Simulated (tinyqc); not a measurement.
From results back to parameters: donors with valley-orbit split 1s states. Three cases, with inputs chosen for the exercise.

Problem. The electron density is given and ND is hidden.

Each donor binds at most one electron, in any of its states. For a site s, W_s = sum over its states of g exp(E/kT), and the ionised share is 1/(1 + W_s exp(eta)), eta = (EF - Ec)/kT; n = Nc F_1/2(eta); neutrality n + NA = ND x (mean ionised share); holes are neglected. Nc from N = 2 (m kB T/(4 pi c))^(3/2) with c = hbar^2/2m0, in 1/angstrom^3; times 1e24 for 1/cm^3, m = md. F_j(eta) = (1/Gamma(j + 1)) integral_0^infinity x^j dx/(1 + exp(x - eta)), which tends to exp(eta) for eta << 0.

Constants: hbar^2/2m0 = 3.80998211 eV angstrom^2; kB = 8.617333262e-05 eV/K.

Find: eta; mean ionised share; ND.

Method. n/Nc gives eta, eta and W_s give the ionised share, and ND = (n + NA)/share.

Case 1.

Values chosen (near those of As in Si; the results hold for these values, not for the real material): md = 1.035 m0 (density-of-states mass of the conduction band); E = (55.6, 35.1, 32.7) meV (binding energies of 1s(A1), 1s(T2), 1s(E)); g = (2, 6, 4) (their degeneracies with spin); T = 350 K; NA = 7.2e+15 1/cm^3 (compensating acceptors, all ionised).

n = 2.0081e+16 1/cm^3

Solution.

eta = -7.413
mean ionised share = 0.974
ND = 2.8e+16 1/cm^3

Case 2.

Values chosen (near those of P in Si; the results hold for these values, not for the real material): md = 1.083 m0 (density-of-states mass of the conduction band); E = (44.5, 33.2, 32) meV (binding energies of 1s(A1), 1s(T2), 1s(E)); g = (2, 6, 4) (their degeneracies with spin); T = 350 K; NA = 8.3e+14 1/cm^3 (compensating acceptors, all ionised).

n = 1.8646e+15 1/cm^3

Solution.

eta = -9.858
mean ionised share = 0.998
ND = 2.7e+15 1/cm^3

Case 3.

Values chosen (near those of As in Si; the results hold for these values, not for the real material): md = 1.067 m0 (density-of-states mass of the conduction band); E = (55.1, 33.8, 32.2) meV (binding energies of 1s(A1), 1s(T2), 1s(E)); g = (2, 6, 4) (their degeneracies with spin); T = 500 K; NA = 0 1/cm^3 (compensating acceptors, all ionised).

n = 2.8959e+15 1/cm^3

Solution.

eta = -9.931
mean ionised share = 0.999
ND = 2.9e+15 1/cm^3

Computed by tinyqc, one run a case: `OMP_NUM_THREADS=1 python tinyqc.py N N+1 out.jsonl` with N = 1682647, 1682767, 1682770; one thread of a shared Intel(R) Xeon(R) Processor @ 2.30GHz, about 0.01 s a run at most.
